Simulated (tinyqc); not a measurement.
# Donor binding, ionisation and the Mott limit: ionisation against doping

Hydrogenic donor: Ry = (m0 q^3/(8 eps0^2 h^2)) me/eps_r^2 in eV, E0 = cc Ry, radius a = q/(8 pi eps0 eps_r E0), Mott density Nm = (0.26/a)^3. Below Nm the level sinks as Ed = E0 [1 - (N/Nm)^(1/3)]. Neutrality: Nc F12(eta) = N/(1 + 2 exp(eta + Ed/kB T)), F12(x) = (2/sqrt(pi)) int_0^infinity sqrt(u)/(1 + exp(u - x)) du.

The neutrality equation is solved with F12 in each row.

Parameters, values chosen for the exercise; band and dielectric values those of a made-up semiconductor: temperature T = 100 K; relative permittivity eps_r = 9.88; mass in the hydrogenic formula, set independently of Nc me = 0.365 m0; conduction-band density of states at 100 K Nc = 2.69e18 cm^-3; ratio of the true binding energy to the hydrogenic one cc = 1.3.

Constants: q = 1.602176634e-19 C, kB = 1.380649e-23 J/K, eps0 = 8.8541878128e-12 F/m, h = 6.62607015e-34 J s, m0 = 9.1093837015e-31 kg, Vt = kB T/q. Results are converted to the units shown.

Ionisation against doping:
```
N (cm^-3)       N/Nm  Ed (meV)  ionised (%)  ionised with Ed = E0 (%)
5.3e15     4.0339e-4    61.250       36.358                    28.936
1.3e16     9.8944e-4    59.546       27.374                    19.645
3.4e16     0.0025878    57.057       20.462                    12.663
8.6e16     0.0065455    53.765       15.997                    8.1630
2.2e17      0.016744    49.217       13.223                    5.1843
5.5e17      0.041861    43.173       11.934                    3.3096
1.4e18       0.10655    34.782       12.079                    2.0860
3.5e18       0.26639    23.582       14.153                    1.3229
9e18         0.68500    7.8363       19.609                   0.82556
```

What does the table show?

The ionised share goes from 36.4 through a minimum of 11.9 (at N = 5.5e17 cm^-3 among the rows listed) to 19.6 %, against 28.9 to 0.826 % for a fixed level: a higher density raises EF against the level, which fills more donors, while the sinking Ed works the other way.

Range of the model: A sharp level with degeneracy 2 overstates freeze-out near Nm, where the impurity band broadens and merges with the conduction band.

Numbers from tinyqc (`OMP_NUM_THREADS=1 python tinyqc.py 2330045 2330046 out.jsonl`; about 0.01 s on one thread of a shared Intel Xeon 2.30GHz).
